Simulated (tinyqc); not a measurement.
AlGaN/GaN HEMT with access regions, lumped model: two steps of the calculation.

A polarisation-induced electron sheet under a Schottky gate, in series with two ungated access regions and contacts. Drift law v = mu E/(1 + mu E/vs) under the gate. Currents in mA/mm, resistances in ohm mm. No self-heating, no channel-length modulation; fits for polarisation, barrier and offset are chosen for the exercise.

Inputs (values chosen for the exercise); values close to those of AlGaN/GaN structures: aluminium share of the barrier x = 0.21; barrier thickness d = 20 nm; relative permittivity of barrier and channel eps_r = 9.1; channel mobility mu = 1500 cm^2/(V s); saturation velocity vs = 1.2e7 cm/s; gate length Lg = 0.5 um; source access length Ls = 0.5 um; drain access length Ld = 4 um; resistance of each contact Rc = 0.16 ohm mm; share of the drain-access electrons removed by traps ft = 0; gate voltage Vg = 0 V; drain voltage Vd = 1 V.

Constants: q = 1.602176634e-19 C, eps0 = 8.8541878128e-14 F/cm where lengths are in cm. Results are converted to the units shown.

Question 1. Polarisation charge, threshold and sheet resistance. sigma = (5e13 x + 1.6e13 x^2) cm^-2, phiB = 0.84 + 1.3 x, dEc = 0.7 (1.71 x + x^2) in volts, Cb = eps0 eps_r/d, VT = phiB - dEc - q sigma/Cb, access density n0 = -Cb VT/q. Rsh = 1/(q mu n0); largest access current q n0 vs.

Wanted: sigma; Cb; VT; n0; Rsh; q n0 vs.

Answer 1.

sigma = 1.121e13 cm^-2
Cb = 0.4029 uF/cm^2
VT = -3.626 V
n0 = 9.117e12 cm^-2
Rsh = 456.4 ohm
q n0 vs = 1753 mA/mm

Question 2. Drain current. Access resistance R(L, n) = L/(q mu n sqrt(1 - (I/(q n vs))^2)); Rs = Rc + R(Ls, n0), Rd = Rc + R(Ld, (1 - ft) n0). Vg' = Vg - I Rs, Vd' = Vd - I (Rs + Rd); with u = Vg' - VT, Vc = vs Lg/mu and w the smaller of Vd' and Vc [sqrt(1 + 2 u/Vc) - 1] (0 if negative), the channel gives (mu Cb/Lg)(u w - w^2/2)/(1 + w/Vc). I(new) = I + 0.2 (channel current - I).

I after iteration 1 = 372.11033 mA/mm
VT = -3.6256525 V
Cb = 0.40286555 uF/cm^2
n0 = 9.1166632e12 cm^-2

Give: Rs; Rd; Vg'; Vd'; channel current; I after iteration 2.

Answer 2.

Rs = 0.39353 ohm mm
Rd = 2.0283 ohm mm
Vg' = -0.14644 V
Vd' = 0.098827 V
channel current = 328.50 mA/mm
I after iteration 2 = 363.39 mA/mm

Computed by the program tinyqc: `OMP_NUM_THREADS=1 python tinyqc.py 2570083 2570084 out.jsonl`, one thread of a shared Intel Xeon 2.30GHz, about 0.02 s for the whole run.
